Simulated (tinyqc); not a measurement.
What each parameter does: trap in a gate oxide as a short-range spherical well.

A spherical well of radius R and depth V0 below the conduction edge, one mass m, c = hbar^2/2m0. The s level at binding Et solves k cot(k R) = -kappa with k = sqrt(m (V0 - Et)/c), kappa = sqrt(m Et/c); it exists for V0 > Vc = c (pi/2R)^2/m. Outside, psi falls as exp(-kappa r)/r.

Energies from the conduction edge of the channel. The trap level at depth x is E_T = dEc - Et - e Fox x (1 MV/cm = 0.01 eV/angstrom). An electron at the channel edge tunnels with the WKB exponent S = (4/3) sqrt(m/c) [dEc^(3/2) - (dEc - e Fox x)^(3/2)]/(e Fox), c = hbar^2/2m0; tau = t0 exp(S); the occupation is f = 1/(1 + exp((E_T - EF)/kB T)), tau_c = tau/f and tau_e = tau/(1 - f). Lattice relaxation is left out; a level below the channel edge needs phonons as well, so tau is then a lower bound, while a level above it can also empty elastically at its own energy, through a thinner barrier, faster than this tau.

Constants: hbar^2/2m0 = 3.80998211 eV angstrom^2; kB = 8.617333262e-05 eV/K.

Values chosen for the exercise (near those of SiO2 on Si; the results hold for these values, not for the real material): R = 2.9 angstrom (radius of the well); V0 = 7.67 eV (depth of the well); m = 0.461 m0 (mass); dEc = 3.03 eV (conduction offset to the channel); Fox = 1.5 MV/cm (oxide field, lowering levels away from the channel); t0 = 1 x 1e-11 s (time constant at the interface); T = 300 K (temperature); EF = -0.1 eV (Fermi level above the channel edge); x = 15 angstrom (depth of the trap).

Et from the well, then the level and the time.

Results for these values:

| case | Et (eV) | E_T (eV) | log10 tau (s) | ln(tau_c/tau_e) |
|---|---|---|---|---|
| base | 2.818 | -0.013 | -3.26 | 3.4 |

What happens to each result for Fox = 2.5 MV/cm, all else kept?

Answer: Et does not change at the printed digits; E_T falls from -0.013 to -0.163; log10 tau falls from -3.26 to -3.36; ln(tau_c/tau_e) falls from 3.4 to -2.4.

The same for each parameter in turn:

| case | Et (eV) | E_T (eV) | log10 tau (s) | ln(tau_c/tau_e) |
|---|---|---|---|---|
| base | 2.818 | -0.013 | -3.26 | 3.4 |
| x = 17 angstrom | 2.818 | -0.043 | -2.25 | 2.2 |
| Fox = 2.5 MV/cm | 2.818 | -0.163 | -3.36 | -2.4 |
| dEc = 2.79 eV | 2.818 | -0.253 | -3.58 | -5.9 |
| m = 0.507 m0 | 3.105 | -0.300 | -2.88 | -7.7 |
| V0 = 8.05 eV | 3.112 | -0.307 | -3.26 | -8.0 |
| T = 350 K | 2.818 | -0.013 | -3.26 | 2.9 |
| EF = -0.05 eV | 2.818 | -0.013 | -3.26 | 1.4 |

Program tinyqc; command `OMP_NUM_THREADS=1 python tinyqc.py 1251997 1251998 out.jsonl`; about 0.01 s on one thread of a shared Intel(R) Xeon(R) Processor @ 2.30GHz.
